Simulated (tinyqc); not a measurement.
Worked calculation: tight binding, dimerised chain. One step of it, computed by the program tinyqc.

Question. Levels at X. Diagonalise the Hermitian matrix.

H(k) at X (eV):
```
,A,B
A,0.950000,0.750000
B,0.750000,-0.950000
```

Give: eigenvalues; weights |c|^2 of the basis functions.

Answer.

eigenvalues (eV): -1.210  1.210

weights |c|^2 of the basis functions:
```
,band 1,band 2
A,0.108,0.892
B,0.892,0.108
```
